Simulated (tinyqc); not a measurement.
Worked calculation: Hubbard chain of 4 sites. One step of it, computed by the program tinyqc.

Task: Mean-field iteration 1. H(up) = T + U n(down), H(down) = T + U n(up); fill the lowest levels; n(new) = n + mixing (n(out) - n); E = tr T (rho up + rho down) + U sum n_up n_down of the output.

one-body matrix (hopping and site energies) (eV), lower triangle:
```
           1          2          3         4
1   0.000000
2  -1.010000   0.000000
3   0.000000  -1.010000   0.000000
4   0.000000   0.000000  -1.010000  0.000000
```

U = 7.100000 eV

electrons, up and down: 2  2

mixing = 0.200000

n(up) at the start (a guess, not normalised): 1 0.500000, 2 0.500000, 3 0.500000, 4 0.500000

n(down) at the start (a guess): 1 0.500000, 2 0.500000, 3 0.500000, 4 0.500000

Give: levels, up; levels, down; energy; n(up) after iteration 1; n(down) after iteration 1.

Result:

levels, up (eV): 1.9158  2.9258  4.1742  5.1842

levels, down (eV): 1.9158  2.9258  4.1742  5.1842

energy = 2.5831 eV

n(up) after iteration 1: 1 0.5000, 2 0.5000, 3 0.5000, 4 0.5000

n(down) after iteration 1: 1 0.5000, 2 0.5000, 3 0.5000, 4 0.5000
